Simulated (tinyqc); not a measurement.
Elastic strain and critical thickness of a cubic alloy layer A(1-x)B(x) on a thick substrate. Changing the fraction x of B. Computed by tinyqc, a small Python program. Command: `OMP_NUM_THREADS=1 python tinyqc.py 3012903 3012904 out.jsonl misfit sweep`. One thread of a shared host (Intel(R) Xeon(R) Processor @ 2.30GHz), about 0.01 s of CPU time with the checks.

Strain is positive in tension. The layer is coherent with the substrate unless said otherwise.

Inputs (values chosen for the exercise, modelled on In(1-x)Ga(x)P on GaAs): lattice constant a_A = 5.869 angstrom; lattice constant a_B = 5.451 angstrom; substrate lattice constant a_S = 5.653 angstrom; layer thickness h = 7.2 nm; X-ray wavelength = 1.540593 angstrom; start of the iteration h0/b = 20.

Growth plane: (001). Layer: buried under a thick cap. Misfit dislocation: 60-degree.

C11, C12, C44 of A (GPa): [100.4, 55.06, 45.67]

C11, C12, C44 of B (GPa): [142, 62.21, 70.17]

Method:
- a = (1 - x) a_A + x a_B, the same rule for each C_ij; misfit f = (a_S - a)/a, the in-plane strain of the coherent layer.
- (001): D = 2 C12/C11, M = C11 + C12 - 2 C12^2/C11. The free surface carries no normal stress, so e_perp = -D f; dV/V = 2 f + e_perp; stress = M f; energy per area = M f^2 h (1 GPa nm = 1 J/m^2).
- Reflection 004: d = a_perp/sqrt(16), with a_perp = a (1 + e_perp) for the coherent layer, a for the relaxed layer and a_S for the substrate; sin(theta) = lambda/(2 d).
- Voigt averages: G = (C11 - C12 + 3 C44)/5, B = (C11 + 2 C12)/3, nu = (3 B - 2 G)/(2 (3 B + G)); b = a/sqrt(2). The 60-degree dislocation has cos alpha = 1/2, and cos lambda = 1/2 on (001).
- Matthews-Blakeslee: h_c = A [ln(h_c/b) + 1], A = b (1 - nu cos^2 alpha)/(4 pi |f| (1 + nu) cos lambda), the factor 4 pi being that of a buried layer, with a dislocation at both interfaces.
- Start at h0, put the right side back in, and stop when the change is below 1e-9 h or h turns negative.

One run for each value; columns: (1) fraction x of B; (2) misfit f; (3) in-plane stress (GPa); (4) critical thickness h_c (Matthews-Blakeslee) (nm); (5) peak separation of the coherent layer (arcsec); (6) biaxial modulus M (GPa):
```
(1)         (2)      (3)     (4)      (5)     (6)
0.04  -0.034052  -3.3161    4.90  -9053.1   97.39
0.13  -0.027802  -2.8509    6.49  -7370.3  102.54
0.22  -0.021471  -2.3110    9.18  -5678.7  107.63
0.32  -0.014339  -1.6234   15.50  -3784.9  113.22
0.41  -0.007831  -0.9255   32.97  -2064.4  118.18
0.50  -0.001237  -0.1522  292.80   -325.7  123.10
0.59   0.005446   0.6970   51.16   1433.9  127.97
0.68   0.012219   1.6228   18.90   3217.3  132.81
0.78   0.019852   2.7422   10.13   5229.9  138.13
0.87   0.026821   3.8324    6.78   7072.2  142.89
0.96   0.033886   5.0020    4.91   8946.7  147.61
```

Describe and explain the trends.

Over the rows, misfit f rises from -0.0341 to 0.0339; in-plane stress (GPa) rises from -3.32 to 5.00; critical thickness h_c (Matthews-Blakeslee) (nm) goes from 4.90 through a maximum among these rows, 293 at 0.500, to 4.91. The misfit changes sign between x = 0.50 and 0.59, where the layer is lattice matched and h_c grows without bound.

Caution (rows 0.0400, 0.130, 0.220, 0.870, 0.960): above about 2 % misfit, linear elasticity is rough and compressed layers tend to form islands before dislocations.

Extremes, crossings and ranges named in words are read from the listed rows.
